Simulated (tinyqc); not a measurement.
Against temperature: two-band model of a narrow-gap semiconductor with electrons and holes. Computed by tinyqc, a small Python program. Command: `OMP_NUM_THREADS=1 python tinyqc.py 3004031 3004032 out.jsonl bipolar walk`. One thread of a shared host (Intel(R) Xeon(R) Processor @ 2.30GHz), about 0.05 s of CPU time with the checks.

Two parabolic bands with acoustic scattering (r = -1/2, a = 0), a gap that does not change with T, and fully ionised dopants. Melting is ignored, so values above the melting point are formal, and kappa_L does not change with T. eta_n = (E_F - E_c)/(k_B T), eta_p = -eta_n - E_g/(k_B T).

Inputs (values chosen for the exercise, modelled on Mg2Si):

| quantity | value | unit |
|---|---|---|
| electron mass m_n | 0.87 | m_0 |
| hole mass m_p | 1.5 | m_0 |
| electron mobility parameter mu_300,n | 320 | cm^2/(V s) |
| hole mobility parameter mu_300,p | 48 | cm^2/(V s) |
| temperature exponent p | 1.5 | - |
| band gap E_g | 0.66 | eV |
| net doping N | 3.2e+18 | 1/cm^3 |
| lattice thermal conductivity kappa_L | 3.7 | W/(m K) |

Doping: n-type.

Constants: k_B = 8.617333262e-05 eV/K; m_0 = 9.1093837015e-31 kg; k_B = 1.380649e-23 J/K; hbar = 1.054571817e-34 J s; e = 1.602176634e-19 C.

Method:
- With x = E/(k_B T), a = alpha k_B T (0 for a parabolic band), G = x (1 + a x), D = 1 + 2 a x and <y> = int y f (1 - f) dx, f = 1/(1 + exp(x - eta)): tau = tau_0 G^r/D; transport function s = G^(3/2 + r)/D^2; n = N_0 <G^(3/2)> with N_0 = (2 m k_B T)^(3/2)/(3 pi^2 hbar^3).
- Integrals over x = E/(k_B T) use 160 Gauss-Legendre points in u = sqrt(x) from 0 to sqrt(max(eta, 0) + 32).
- sigma = e mu_0 N_0 <s> with mu_0 = e tau_0/m = mu_300 (T/300 K)^(-p); |S| = (k_B/e)(<x s>/<s> - eta); Lorenz number L = (k_B/e)^2 (<x^2 s>/<s> - (<x s>/<s>)^2); kappa_e = L sigma T; zT = S^2 sigma T/(kappa_L + kappa_e).
- Neutrality: n - p = N, with n = N_0(m_n) <x^(3/2)> at eta_n and p = N_0(m_p) <x^(3/2)> at eta_p.
- Both bands together (these totals replace the one-band zT): sigma = sigma_n + sigma_p; S = (sigma_p |S_p| - sigma_n |S_n|)/sigma; kappa_bip = (sigma_n sigma_p/sigma)(|S_n| + |S_p|)^2 T; kappa_e = (L_n sigma_n + L_p sigma_p) T; zT = S^2 sigma T/(kappa_L + kappa_e + kappa_bip); weak-field R_H = (r_p sigma_p^2/p - r_n sigma_n^2/n)/(e sigma^2), where the Hall factors r_n and r_p are <x^(3/2)> <x^(1/2)>/<s>^2.

The same sample:

| T (K) | n (1/cm^3) | p (1/cm^3) | sigma (S/cm) | S (microvolt/K) | kappa_bip (W/(m K)) | zT | R_H (cm^3/C) |
|---|---|---|---|---|---|---|---|
| 150 | 3.2000e+18 | 2.0964e-03 | 328.64 | -247.63 | 1.1676e-20 | 0.08003 | -2.2442 |
| 200 | 3.2000e+18 | 1.8353e+03 | 217.80 | -282.96 | 5.2174e-15 | 0.09259 | -2.2613 |
| 250 | 3.2000e+18 | 7.8203e+06 | 157.57 | -310.81 | 1.3324e-11 | 0.10121 | -2.2710 |
| 300 | 3.2000e+18 | 2.2689e+09 | 120.69 | -333.77 | 2.5634e-09 | 0.10742 | -2.2771 |
| 350 | 3.2000e+18 | 1.3982e+11 | 96.20 | -353.30 | 1.1230e-07 | 0.11206 | -2.2812 |
| 400 | 3.2000e+18 | 3.2430e+12 | 78.99 | -370.28 | 1.9479e-06 | 0.11560 | -2.2841 |
| 500 | 3.2003e+18 | 2.9458e+14 | 56.76 | -398.73 | 1.1016e-04 | 0.12056 | -2.2876 |
| 600 | 3.2066e+18 | 6.5660e+15 | 43.39 | -421.49 | 1.6869e-03 | 0.12363 | -2.2840 |
| 750 | 3.3580e+18 | 1.5804e+17 | 32.80 | -437.98 | 2.5909e-02 | 0.12541 | -2.1512 |
| 900 | 4.3539e+18 | 1.1539e+18 | 33.41 | -406.31 | 1.2959e-01 | 0.12811 | -1.5483 |
| 1050 | 7.0114e+18 | 3.8114e+18 | 44.35 | -352.83 | 3.1076e-01 | 0.14206 | -0.8819 |
| 1200 | 1.1641e+19 | 8.4410e+18 | 61.63 | -311.90 | 5.3149e-01 | 0.16568 | -0.5025 |

What does the comparison show, and why?

Among the rows where S keeps the majority sign, zT is largest at 1200 K (the edge of those rows) and |S| at 750 K. Among these rows sigma is least at 750 K; at higher T thermal pairs outweigh the falling mobility. kappa_bip reaches 0.531 W/(m K) at the last row, 0.144 times kappa_L.

Extremes, crossings and ranges named in words are read from the listed rows.
